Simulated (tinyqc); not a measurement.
Hall measurement with a parallel conducting layer.

Two layers in parallel, unit Hall factors, low field: 1/Rs = q (ns mu + n2 m2); apparent mobility (ns mu^2 + sg n2 m2^2)/(ns mu + n2 m2); apparent density (ns mu + n2 m2)^2/(ns mu^2 + sg n2 m2^2); a negative value means the sign of the second layer.

Values chosen for this exercise: sheet density of the layer ns = 1.1e12 cm^-2; drift mobility mu = 350 cm^2/(V s); mobility of the parallel layer m2 = 33 cm^2/(V s); sign of its carriers relative to the first layer sg = 1.

Constants: q = 1.602176634e-19 C. Results are converted to the units shown.

Hall measurement with a parallel conducting layer:
```
n2 (cm^-2)	Rs (ohm/square)	apparent density (cm^-2)	apparent mobility (cm^2/(V s))	share of the conductance in layer 2 (%)
4e9	1.621e4	1.101e12	349.9	0.03427
2e10	1.618e4	1.104e12	349.5	0.1711
6e10	1.613e4	1.111e12	348.4	0.5117
3e11	1.581e4	1.154e12	342.1	2.507
1e12	1.493e4	1.286e12	325.0	7.895
5e12	1.135e4	2.158e12	254.9	30.00
2e13	5973	6.976e12	149.8	63.16
8e13	2063	4.124e13	73.35	87.27
3e14	606.9	2.292e14	44.87	96.26
```

What does the comparison show?

The apparent mobility falls from 350 to 44.9 cm^2/(V s), between mu = 350 and sg m2 = 33. The apparent density never exceeds ns + n2; among the rows it falls to 0.331 of that sum, at n2 = 2e13.

tinyqc, about 0.01 s, one thread, Intel Xeon 2.30GHz (shared host): `OMP_NUM_THREADS=1 python tinyqc.py 2850184 2850185 out.jsonl`
